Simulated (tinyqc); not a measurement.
Superjunction drift layer against a plain one, charge balance: effect of the wanted breakdown voltage.

Alternating n and p pillars of equal width wp, doping N and length Lp. When depleted, the lateral field peaks at Ex = q N wp/(2 eps0 eps_r) at the pillar junctions and a uniform vertical field Ey is added; breakdown is taken where Ex^2 + Ey^2 = Ef^2. Only the n pillars conduct, narrowed by the zero-bias depletion. A first-order model: the field peaks at the pillar ends are left out.

Ec(N) = E16 (N/1e16 cm^-3)^(1/8), mu(N) = mi + (mx - mi)/(1 + (N/Nr)^0.9). Plain drift layer for BV: N solves BV = eps0 eps_r Ec(N)^2/(2 q N), W = 2 BV/Ec, Rsp = W/(q mu N). Ex = a Ef gives N = 2 eps0 eps_r a Ef/(q wp); Ey = Ef sqrt(1 - a^2); Lp = BV/Ey; xd = sqrt(eps0 eps_r Vb/(q N)) on each side; Rsp = 2 Lp/(q mu(N) N (1 - 2 xd/wp)). An imbalance dl leaves the mean net doping |dl| N/2, which tilts the vertical field by s = q |dl| N/(2 eps0 eps_r): BV(dl) = Ey Lp - s Lp^2/2, or Ey^2/(2 s) if the field reaches zero inside the pillar.

Parameters, values chosen for the exercise; values close to those of silicon:

| symbol | value | unit | meaning |
|---|---|---|---|
| eps_r | 12.1 |  | relative permittivity of the semiconductor |
| E16 | 0.387 | MV/cm | critical field at a doping of 1e16 cm^-3 |
| mx | 1350 | cm^2/(V s) | mobility at low doping |
| mi | 91.9 | cm^2/(V s) | mobility at high doping |
| Nr | 1.3e17 | cm^-3 | reference doping of the mobility |
| wp | 2 | um | width of each pillar |
| Ef | 0.29 | MV/cm | critical field inside the pillars |
| a | 0.78 |  | lateral peak field as a share of Ef |
| Vb | 0.8 | V | built-in voltage of the pillar junctions |
| dl | -4.2 | % | charge imbalance (Nn - Np)/N |

Constants: q = 1.602176634e-19 C, eps0 = 8.8541878128e-14 F/cm where lengths are in cm. Results are converted to the units shown.

The same in every row: N (cm^-3) = 1.513e16.

Effect of the wanted breakdown voltage:

| BV (V) | Lp (um) | Rsp, pillars (mohm cm^2) | Rsp, plain (mohm cm^2) | BV(dl) (V) |
|---|---|---|---|---|
| 75 | 4.133 | 0.3526 | 0.3471 | 70.94 |
| 110 | 6.061 | 0.5171 | 0.8865 | 101.3 |
| 170 | 9.368 | 0.7992 | 2.595 | 149.2 |
| 260 | 14.33 | 1.222 | 7.444 | 211.2 |
| 390 | 21.49 | 1.833 | 20.41 | 280.3 |
| 590 | 32.51 | 2.774 | 57.29 | 339.0 |
| 890 | 49.04 | 4.184 | 159.8 | 346.7 |
| 1400 | 77.15 | 6.582 | 495.3 | 346.7 |

What does the table show?

As BV goes from 75 to 1400 V, Rsp of the pillars rises from 0.353 to 6.58 mohm cm^2 and BV with the imbalance rises from 70.9 to 347 V. Rsp goes as BV^(1.00) for the pillars and BV^(2.48) for the plain layer; the pillars win in 7 of the 8 rows. At BV = 1400 V the aspect ratio passes 30, which is hard to make. At BV = 75 V the aspect ratio Lp/wp is under 3, where a pillar model without end effects fails.

Computed by the program tinyqc: `OMP_NUM_THREADS=1 python tinyqc.py 2590139 2590140 out.jsonl`, one thread of a shared Intel Xeon 2.30GHz, about 0.01 s for the whole run.
